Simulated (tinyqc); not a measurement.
Growth mode over temperature: epitaxial growth on a vicinal surface: Burton-Cabrera-Frank step flow, step-edge barrier and island nucleation. Computed by tinyqc, a small Python program. Command: `OMP_NUM_THREADS=1 python tinyqc.py 3010953 3010954 out.jsonl stepflow walk`. One thread of a shared host (Intel(R) Xeon(R) Processor @ 2.30GHz), about 0.01 s of CPU time with the checks.

Adatoms land at rate F, hop on a square grid (a simplification for hexagonal faces), desorb, or join steps. Lengths are in units of a and n is the adatom coverage. Steps ascend at x = 0 and descend at x = l.

Inputs (values chosen for the exercise, close to those used for GaAs(001)):

| quantity | value | unit |
|---|---|---|
| site spacing a | 4 | angstrom |
| step height h | 2.83 | angstrom |
| diffusion barrier E_d | 1.33 | eV |
| desorption energy E_a | 2.58 | eV |
| adatom formation energy E_f | 0.871 | eV |
| step-edge barrier E_s | 0.13 | eV |
| attempt frequency nu | 10 | THz |
| deposition rate F | 0.031 | layers/s |
| miscut angle | 2 | degrees |
| temperature T | 640 | C |
| critical nucleus size i | 2 | - |
| binding energy of the critical nucleus E_i | 0.95 | eV |

Constants: k_B = 8.617333262e-05 eV/K.

Method:
- D = nu exp(-E_d/(k_B T)) (a^2/s, nu counted per direction); tau = exp(E_a/(k_B T))/nu; x_s = sqrt(D tau); n_eq = exp(-E_f/(k_B T)); terrace width l = h/(a tan(miscut)); Schwoebel length l_s = exp(E_s/(k_B T)) - 1.
- D n'' - n/tau + F = 0 with n(0) = n_eq and -l_s n'(l) = n(l) - n_eq. With u = n - F tau, A = n_eq - F tau, y = l/x_s, s = l_s/x_s: u = A cosh(x/x_s) + B sinh(x/x_s), B = A (1 - cosh y - s sinh y)/(sinh y + s cosh y). Flux into the ascending step J+ = D B/x_s, over the descending one J- = -(D/x_s)(A sinh y + B cosh y); step velocity J+ + J-; growth rate (J+ + J-)/l. For small y: J+ + J- = (F - n_eq/tau) l, J-/J+ = l/(l + 2 l_s).
- Island density on a flat surface without desorption: N = 0.25 (F/D)^(i/(i+2)) exp(E_i/((i+2) k_B T)) per site, with E_i = 0 for i = 1; spacing l_n = N^(-1/2). Step flow needs an effective width l_eff = 2 x(peak) below l_n.
- Temperatures in kelvin are T(C) + 273.15.
- x(peak) solves tanh(x/x_s) = -B/A. Rows where evaporation outweighs deposition are left out.

Scales:

| T (C) | x_s (a) | l_s (a) | incorporated share | l_n (a) | l_eff/l_n |
|---|---|---|---|---|---|
| 440 | 26111 | 7.2928 | 1.00000 | 5.486 | 4.6707 |
| 490 | 13411 | 6.2195 | 1.00000 | 8.875 | 2.8190 |
| 540 | 7476 | 5.3932 | 1.00000 | 13.534 | 1.8118 |
| 590 | 4459 | 4.7418 | 1.00000 | 19.653 | 1.2264 |
| 640 | 2815 | 4.2178 | 0.99996 | 27.396 | 0.8670 |
| 690 | 1864 | 3.7889 | 0.99970 | 36.896 | 0.6356 |
| 740 | 1285 | 3.4327 | 0.99777 | 48.251 | 0.4807 |
| 790 | 918 | 3.1329 | 0.98584 | 61.528 | 0.3734 |
| 840 | 676 | 2.8777 | 0.92330 | 76.764 | 0.2968 |

What does the comparison show, and why?

The ratio falls below 1 between 590 and 640 C: islands below, step flow above. Incorporation goes from 100.0 % to 92.3 %.

Extremes, crossings and ranges named in words are read from the listed rows.
